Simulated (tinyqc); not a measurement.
Carrier lifetime from Shockley-Read-Hall, radiative, Auger and surface recombination: one step, computed by the program tinyqc. Command: `OMP_NUM_THREADS=1 python tinyqc.py 3028894 3028895 out.jsonl lifetime walk`. One thread of a shared host (Intel(R) Xeon(R) Processor @ 2.30GHz), about 0.03 s of CPU time with the checks.

Energies are counted from the top of the valence band. Boltzmann statistics, full ionisation, and equal excess densities of electrons and holes.

Task: Surface lifetime. The slowest diffusion mode has x tan x = S W/(2 D) with 0 < x < pi/2 (bisection), and tau_s = W^2/(4 x^2 D). The common approximation is W/(2 S) + W^2/(pi^2 D).

Inputs (values chosen for the exercise, for a model semiconductor): diffusion coefficient D = 37 cm^2/s; surface velocity S = 110 cm/s; thickness W = 6.7 micrometre.

Doping: n-type. Surface term: two equal surfaces.

Give: x; tau_s; approximate tau_s.

Result:

x = 0.03155

tau_s = 3.046e-06 s

approximate tau_s = 3.047e-06 s

The approximation is off by 0.0072 %. Recombination at the surfaces limits: tau_s is close to W/2S.
